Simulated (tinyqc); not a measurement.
Worked calculation: UKS/BLYP in the sto-3g basis, for Be+, spin multiplicity 2. One step of it, computed by the program tinyqc.

Problem. Iteration 2: DIIS coefficients. Solve [B -1; -1 0][c; lambda] = [0; -1] for the coefficients, which sum to one.

B (overlaps of the stored error matrices):
```
                1               2
1   2.1294266e-04  -3.9339267e-05
2  -3.9339267e-05   3.9648520e-04
```

Give: DIIS coefficients.

Solution.

DIIS coefficients: 0.633  0.367
